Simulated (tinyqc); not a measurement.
Lattice vibrations of a chain, step by step. One step of it, computed by the program tinyqc.

Question. Frequencies. omega^2 are the eigenvalues; wavenumber = 521.4708 sqrt(eigenvalue) 1/cm.

D(q) (eV/(angstrom^2 u)):
```
                     1          2          3                    4
1             0.377778  -0.339330   0.000000  -0.076458+0.105235i
2            -0.339330   1.090909  -0.827072             0.000000
3             0.000000  -0.827072   2.574586            -0.572901
4  -0.076458-0.105235i   0.000000  -0.572901             0.346225
```

Give: eigenvalues; wavenumbers; weights |e|^2 of the mass-weighted modes.

Answer.

eigenvalues: 0.0162  0.3665  0.9527  3.0541

wavenumbers (1/cm): 66.3  315.7  509.0  911.3

weights |e|^2 of the mass-weighted modes:
```
        mode 1  mode 2  mode 3  mode 4
atom 1  0.3301  0.4644  0.2024  0.0031
atom 2  0.1438  0.0753  0.6300  0.1509
atom 3  0.0723  0.0183  0.1003  0.8091
atom 4  0.4538  0.4420  0.0673  0.0369
```
